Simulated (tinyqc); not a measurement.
# Resistance of a tapered via with liner, size effect and interface: several studies

A round via whose diameter grows from db at the bottom as D(z) = db + 2 z/tan(ang). The fill, of diameter D - 2 tl, starts above the bottom liner (thickness fb tl) and has rho = rho0 (1 + ks lam/(D - 2 tl)); the sidewall liner conducts in parallel with it. The bottom liner and the interface are crossed over the full area pi db^2/4. Spreading in the lines above and below is left out.

Inputs (values chosen for the exercise); fill metal close to ruthenium:

| symbol | value | unit | meaning |
|---|---|---|---|
| db | 17 | nm | diameter at the bottom |
| hv | 46 | nm | height |
| ang | 86 | degrees | sidewall angle |
| rho0 | 7.7 | uohm cm | bulk resistivity of the fill |
| lam | 6.69 | nm | mean free path of the fill |
| ks | 0.8 |  | size-effect factor |
| tl | 0.3 | nm | liner on the sidewall |
| fb | 0.7 |  | liner at the bottom over that on the sidewall |
| rl | 320 | uohm cm | resistivity of the liner |
| ri | 5.4e-12 | ohm cm^2 | interface resistivity at the bottom |
| Sb | 1.5e15 | S/m^2 | ballistic conductance per area, about 3/(4 rho0 lam) |
| rho2 | 1.7 | uohm cm | bulk resistivity of the second fill (close to copper) |
| lam2 | 40.3 | nm | its mean free path |
| tl2 | 1.5 | nm | its liner |

Each table varies one quantity; the others keep the values above.

## Via resistance against the diameter at the bottom

Slices between z0 = fb tl and hv, evaluated at their midpoints: conductance per length pi/4 [(D - 2 tl)^2/rho + (D^2 - (D - 2 tl)^2)/rl], slice resistance = slice height over that. 2000 slices. R_fill = sum of the slices; R_bottom = rl fb tl/(pi db^2/4); R_interface = ri/(pi db^2/4); ballistic (Sharvin) limit 1/(Sb pi (db - 2 tl)^2/4); ideal cylinder rho0 hv/(pi db^2/4).

Results:

| db (nm) | R_fill (ohm) | R_bottom (ohm) | R_interface (ohm) | R (ohm) | ballistic limit (ohm) | R over ideal cylinder | largest part |
|---|---|---|---|---|---|---|---|
| 6 | 119.2 | 23.77 | 19.10 | 162.1 | 29.11 | 1.294 | fill |
| 8.3 | 62.81 | 12.42 | 9.980 | 85.21 | 14.32 | 1.302 | fill |
| 11 | 36.08 | 7.071 | 5.682 | 48.83 | 7.848 | 1.310 | fill |
| 16 | 17.23 | 3.342 | 2.686 | 23.26 | 3.579 | 1.320 | fill |
| 22 | 9.177 | 1.768 | 1.421 | 12.36 | 1.853 | 1.327 | fill |
| 30 | 4.957 | 0.9507 | 0.7639 | 6.671 | 0.9820 | 1.331 | fill |
| 42 | 2.537 | 0.4850 | 0.3898 | 3.411 | 0.4952 | 1.334 | fill |
| 80 | 0.7009 | 0.1337 | 0.1074 | 0.9420 | 0.1346 | 1.337 | fill |

Estimate the missing row, db = 58 nm.

Computed row:

| db (nm) | R_fill (ohm) | R_bottom (ohm) | R_interface (ohm) | R (ohm) | ballistic limit (ohm) | R over ideal cylinder | largest part |
|---|---|---|---|---|---|---|---|
| 58 | 1.332 | 0.2543 | 0.2044 | 1.791 | 0.2576 | 1.336 | fill |

With this row back in the table: R falls from 162 to 0.942 ohm. The fill is the largest part at db = 6 and in all other rows. R goes as db^(-1.98) between the first two rows and db^(-2.00) between the last two; area alone gives -2.

## Via resistance against the interface resistivity at the bottom

Same model as above.

2000 slices.

The same in every row: R_fill (ohm) = 15.29; R_bottom (ohm) = 2.961; ballistic limit (ohm) = 3.156.

Results:

| ri (ohm cm^2) | R_interface (ohm) | R (ohm) | R over ideal cylinder | largest part |
|---|---|---|---|---|
| 2e-13 | 0.08811 | 18.34 | 1.175 | fill |
| 1e-12 | 0.4406 | 18.69 | 1.198 | fill |
| 2e-12 | 0.8811 | 19.13 | 1.226 | fill |
| 6e-12 | 2.643 | 20.89 | 1.339 | fill |
| 1e-11 | 4.406 | 22.65 | 1.452 | fill |
| 3e-11 | 13.22 | 31.47 | 2.016 | fill |

Estimate the missing row, ri = 5e-13 ohm cm^2.

Computed row:

| ri (ohm cm^2) | R_interface (ohm) | R (ohm) | R over ideal cylinder | largest part |
|---|---|---|---|---|
| 5e-13 | 0.2203 | 18.47 | 1.184 | fill |

With this row back in the table: R rises from 18.3 to 31.5 ohm. The fill is the largest part at ri = 2e-13 and in all other rows. The share of the two bottom terms goes from 16.6 to 51.4 %.

## Two fill metals against the diameter

2000 slices. R_fill = sum of the slices; R_bottom = rl fb tl/(pi db^2/4); R_interface = ri/(pi db^2/4). The second fill has rho2, lam2 and tl2 in place of rho0, lam and tl.

Two fill metals against the diameter:

| db (nm) | R, first fill (ohm) | R, second fill (ohm) | ratio second/first |
|---|---|---|---|
| 6 | 162.1 | 374.2 | 2.308 |
| 8.5 | 81.29 | 141.8 | 1.744 |
| 12 | 41.11 | 60.40 | 1.469 |
| 17 | 20.63 | 26.98 | 1.308 |
| 24 | 10.40 | 12.55 | 1.206 |
| 35 | 4.907 | 5.563 | 1.134 |
| 49 | 2.508 | 2.734 | 1.090 |
| 70 | 1.230 | 1.301 | 1.058 |
| 100 | 0.6031 | 0.6245 | 1.036 |

The ratio goes from 2.31 to 1.04. The first fill gives the lower R in every row. Ratios within a few per cent of 1 are a tie, given that ballistic terms are left out.

Computed by the program tinyqc: `OMP_NUM_THREADS=1 python tinyqc.py 2750075 2750076 out.jsonl`, one thread of a shared Intel Xeon 2.30GHz, about 0.01 s for the whole run.
